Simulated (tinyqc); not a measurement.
Tunnelling through a two-layer gate stack, WKB transmission and Tsu-Esaki current: two steps of the calculation.

Electrons leave the emitter at x = 0. Energies E (motion across the layers) are in eV from the emitter Fermi level; the collector Fermi level lies at -V and offers states at every E. No charge in the dielectric and no image force: F1 = V/(t1 + t2 eps1/eps2), F2 = F1 eps1/eps2; U = phi1 - F1 x in layer 1 and phi2 - F1 t1 - F2 (x - t1) in layer 2. With C = hbar^2/(2 m0), kappa = sqrt(m (U - E)/C) where U > E and 0 elsewhere; T(E) = exp(-S), S = 2 times the integral of kappa over x.

Values chosen for this exercise; layer 1 close to silicon dioxide, layer 2 close to zirconium oxide:
```
symbol  value  unit                                                        meaning
T         300     K                                                    temperature
Ef       0.36    eV              Fermi energy of the emitter above its band bottom
me          1    m0                            emitter mass in the supply function
phi1     3.08    eV  barrier of layer 1 above the emitter Fermi level at zero bias
m1       0.49    m0                                     tunnelling mass of layer 1
t1        1.1    nm                                           thickness of layer 1
eps1     4.06                                     relative permittivity of layer 1
phi2     1.34    eV                                barrier of layer 2 at zero bias
m2       0.25    m0                                     tunnelling mass of layer 2
t2        2.8    nm                                           thickness of layer 2
eps2     24.3                                     relative permittivity of layer 2
V         0.5     V                                  voltage across the dielectric
E           0    eV                                energy of the electron followed
Ea      -0.36    eV                                   lower end of the energy grid
Eb       0.31    eV                                   upper end of the energy grid
nE         15                                            points of the energy grid
```

Constants: q = 1.602176634e-19 C, kB = 1.380649e-23 J/K, hbar = 1.054571817e-34 J s, m0 = 9.1093837015e-31 kg, Vt = kB T/q, hbar^2/(2 m0) = 0.0380998212 eV nm^2. Results are converted to the units shown.

Problem 1. WKB exponent in closed form. Each layer adds (2/F) sqrt(m/C) [G(u at its left edge) - G(u at its right edge)] to S, with u = U - E (0 where negative) and G(u) = (2/3) u^1.5. The slope follows from 1/d = -dS/dE.

Give: S; T(E); energy d over which T(E) grows by a factor e.

Solution 1.

S = 27.159
T(E) = 1.6031e-12
energy d over which T(E) grows by a factor e = 0.10181 eV

The midpoint rule gives S = 27.160, so its T(E) is 0.065 % below this value. The band edge stays above E through the whole stack: direct tunnelling through a trapezoid.

Problem 2. Current density on a coarse energy grid. J = J0 times the integral of T(E) N(E) dE, N = ln[(1 + exp(-E/Vt))/(1 + exp((-E - V)/Vt))], J0 = q^2 me m0 kB T/(2 pi^2 hbar^3) (times 1e-4 for A/cm^2 per eV), by Simpson's rule on nE equally spaced points from Ea to Eb.

Wanted: E; T(E); N; T(E) N; J0; J.

Solution 2.

| point | E (eV) | T(E) | N | T(E) N |
|---|---|---|---|---|
| 0 | -0.3600 | 5.989e-14 | 13.92 | 8.337e-13 |
| 1 | -0.3121 | 9.042e-14 | 12.07 | 1.092e-12 |
| 2 | -0.2643 | 1.375e-13 | 10.22 | 1.405e-12 |
| 3 | -0.2164 | 2.105e-13 | 8.372 | 1.762e-12 |
| 4 | -0.1686 | 3.248e-13 | 6.522 | 2.118e-12 |
| 5 | -0.1207 | 5.053e-13 | 4.679 | 2.364e-12 |
| 6 | -0.0729 | 7.929e-13 | 2.876 | 2.280e-12 |
| 7 | -0.0250 | 1.256e-12 | 1.289 | 1.619e-12 |
| 8 | 0.0229 | 2.009e-12 | 0.3458 | 6.946e-13 |
| 9 | 0.0707 | 3.249e-12 | 0.06285 | 2.042e-13 |
| 10 | 0.1186 | 5.314e-12 | 0.01014 | 5.387e-14 |
| 11 | 0.1664 | 8.804e-12 | 0.001599 | 1.407e-14 |
| 12 | 0.2143 | 1.479e-11 | 2.512e-4 | 3.715e-15 |
| 13 | 0.2621 | 2.522e-11 | 3.946e-5 | 9.951e-16 |
| 14 | 0.3100 | 4.373e-11 | 6.198e-6 | 2.710e-16 |

J0 = 4.184e8 A/(cm^2 eV)
J = 2.814e-4 A/cm^2

The integrand peaks at E = -0.121 eV among these points.

Computed by the program tinyqc: `OMP_NUM_THREADS=1 python tinyqc.py 2540048 2540049 out.jsonl`, one thread of a shared Intel Xeon 2.30GHz, about 0.03 s for the whole run.
